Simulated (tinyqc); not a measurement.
Hot carriers by balance equations with a heated Maxwellian: one step, computed by the program tinyqc. Command: `OMP_NUM_THREADS=1 python tinyqc.py 3006436 3006437 out.jsonl hot walk`. One thread of a shared host (Intel(R) Xeon(R) Processor @ 2.30GHz), about 0.01 s of CPU time with the checks.

The carriers follow a Maxwellian at an electron temperature T_e, slightly displaced; the drift energy is neglected against k_B T_e. The balance averages the rate, not the time, so mu_0 lies below the relaxation-time value.

Task: Equilibrium values. Parabolic band: E = hbar^2 k^2/(2 m), speed v = hbar k/m, states per spin, volume and energy g(E) = m k/(2 pi^2 hbar^2). Masses are multiplied by m_0 and all formulas are in SI units. Phonon occupation N_q = 1/(exp(hbar w/(k_B T)) - 1). Acoustic deformation potential (elastic, equipartition, absorption and emission together): 1/tau = 2 pi k_B T D_A^2 g(E)/(hbar rho v_l^2). Optical or intervalley deformation potential: 1/tau = (pi Z_f D_o^2/(rho w)) [N_q g(E + hbar w) + (N_q + 1) g(E - hbar w)], with g = 0 below the band edge. Averages over the Maxwellian, <y> = int y x^(1/2) exp(-x) dx / int x^(1/2) exp(-x) dx with x = E/(k_B T_e), split at x_0 = hbar w/(k_B T_e): 64 Gauss-Legendre points in sqrt(x) below it and 128 in sqrt(x - x_0) above it, up to x = 32. Momentum balance: mu(T_e) = e/(m nu), nu = <x (sum of rates)>/<x>. Power lost per carrier: P(T_e) = hbar w <emission rate - absorption rate> + <(2 m v_l^2/(k_B T)) (E - 2 k_B T) acoustic rate>. Energy relaxation time at weak heating: tau_E = (3/2) k_B / (dP/dT_e), the derivative by a central difference of +/- 0.5 K at T_e = T.

Inputs (values chosen for the exercise, modelled on electrons in silicon):
```
quantity,value,unit
effective mass m,0.322,m_0
density rho,2329,kg/m^3
sound velocity v_l,9290,m/s
acoustic deformation potential D_A,10,eV
phonon energy hbar w,59.7,meV
optical or intervalley deformation potential D_o,4.4,1e8 eV/cm
final valleys Z_f,5,-
lattice temperature T,200,K
```

Band: parabolic. Solver: Newton.

Constants: k_B = 8.617333262e-05 eV/K; k_B = 1.380649e-23 J/K; e = 1.602176634e-19 C; hbar = 1.054571817e-34 J s; m_0 = 9.1093837015e-31 kg; hbar = 6.582119569e-16 eV s.

Give: low-field mobility mu_0; energy relaxation time tau_E.

Result:

low-field mobility mu_0 = 2462 cm^2/(V s)

energy relaxation time tau_E = 0.9028 ps

tau_E is 2.00 times the momentum relaxation time m mu_0/e: energy is lost more slowly than direction, which is why carriers heat.
